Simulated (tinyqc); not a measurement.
Distribution of switching voltages from the rising branch.

Problem. In a Preisach model that starts with all elements at -1, a rising voltage turns to +1 all elements whose up-switching voltage it has passed, and P = Ps (2 F - 1) with F their total weight; the last voltage saturates the film. Find Ps and the weight that switches in each interval, from 0 V up.

P on the way up (uC/cm^2): 1 V -30.209918, 2 V -15.679836, 3 V 5.564782, 4 V 23.876322, 5 V 33.207345, 6 V 36.000000

Answer. Each step of P divided by 2 Ps is the weight of that interval; the rising branch says nothing of the down-switching voltages.

Ps = 36.00 uC/cm^2
weights: 0.0804  0.2018  0.2951  0.2543  0.1296  0.0388

Numbers from tinyqc (`OMP_NUM_THREADS=1 python tinyqc.py 2860128 2860129 out.jsonl`; about 0.01 s on one thread of a shared Intel Xeon 2.30GHz).
